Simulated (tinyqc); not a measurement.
Thermal and gravitational stress in a wafer during furnace and rapid thermal processing, and the onset of slip: one step, computed by the program tinyqc.

A thin free disc in plane stress, isotropic; T(r) = T_centre + dT (r/R)^n. Stress is positive in tension; sigma_SB = 5.670374419e-8 W/(m^2 K^4), g = 9.80665 m/s^2.

Task: Slip criterion. With x = r/R: s_rr = alpha E dT (1 - x^n)/(n + 2), s_tt = alpha E dT [1 - (n + 1) x^n]/(n + 2). Critical resolved stress tau_c = A exp(U/(k_B T)), a form chosen for the exercise; slip when 0.492799 |s_tt(R)| > tau_c; allowed |dT| = tau_c (n + 2)/(0.492799 n alpha E).

Inputs (values chosen for the exercise, for a model wafer): Young's modulus E = 158 GPa; expansion alpha = 4.22 1e-6/K; edge less centre temperature dT = 33 K; exponent n of the profile = 16; temperature T = 1250 K; prefactor A of the critical stress = 0.00047 MPa; energy U of the critical stress = 1.12 eV.

Temperature profile: edge zone, power law.

hoop stress at the edge = -19.55829 MPa

Constants: k_B = 8.617333262e-05 eV/K.

Give: critical stress tau_c; resolved over critical stress; allowed |dT|.

Result:

critical stress tau_c = 15.408 MPa

resolved over critical stress = 0.62555

allowed |dT| = 52.754 K

No slip; the margin is a factor 1.6.
